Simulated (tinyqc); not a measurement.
Hueckel theory of the pi electrons, for the molecule FC=C1C=CC=C1 (SMILES; centres numbered as the heavy atoms are written), step by step. One step of it, computed by the program tinyqc.

Problem. Energy, charges, bond orders. E = sum n x; q_r = z_r - P_rr; bond order p = P_rs; free valence = sqrt(3) - sum of p over the bonds of the atom.

x values: 3.302710  2.088524  0.942088  0.618034  -0.347407  -1.618034  -1.875914

occupations: 2.000000  2.000000  2.000000  2.000000  0.000000  0.000000  0.000000

charge and bond-order matrix P, lower triangle:
```
           1F         2C         3C         4C         5C        6C        7C
1F   1.940174
2C   0.288753   0.582710
3C  -0.120075   0.705465   1.087454
4C  -0.066545   0.207344   0.473569   1.100696
5C   0.068629  -0.281804  -0.125932   0.761934   1.094135
6C   0.068629  -0.281804  -0.125932  -0.132493   0.541349  1.094135
7C  -0.066545   0.207344   0.473569  -0.346518  -0.132493  0.761934  1.100696
```

Centres:
```
centre  z_r, pi electrons of the neutral centre         h
1F                                            2  3.110000
2C                                            1  0.000000
3C                                            1  0.000000
4C                                            1  0.000000
5C                                            1  0.000000
6C                                            1  0.000000
7C                                            1  0.000000
```

Bonds:
```
i  j         k
1  2  0.750000
2  3         1
3  4         1
4  5         1
5  6         1
6  7         1
7  3         1
```

Give: pi energy = 8 alpha + this times beta; pi charges; Bond orders and lengths from R = 1.517 - 0.180 p; free valence of the carbons; gap between the highest filled and the next level.

Solution.

pi energy = 8 alpha + this times beta = 13.903

pi charges: 1F 0.060, 2C 0.417, 3C -0.087, 4C -0.101, 5C -0.094, 6C -0.094, 7C -0.101

Bond orders and lengths from R = 1.517 - 0.180 p (angstrom, C-C alone):
```
bond      p      R
1-2   0.289      -
2-3   0.705  1.390
3-4   0.474  1.432
4-5   0.762  1.380
5-6   0.541  1.420
6-7   0.762  1.380
7-3   0.474  1.432
```

free valence of the carbons: 2C 0.738, 3C 0.079, 4C 0.497, 5C 0.429, 6C 0.429, 7C 0.497

gap between the highest filled and the next level = 0.965 |beta|
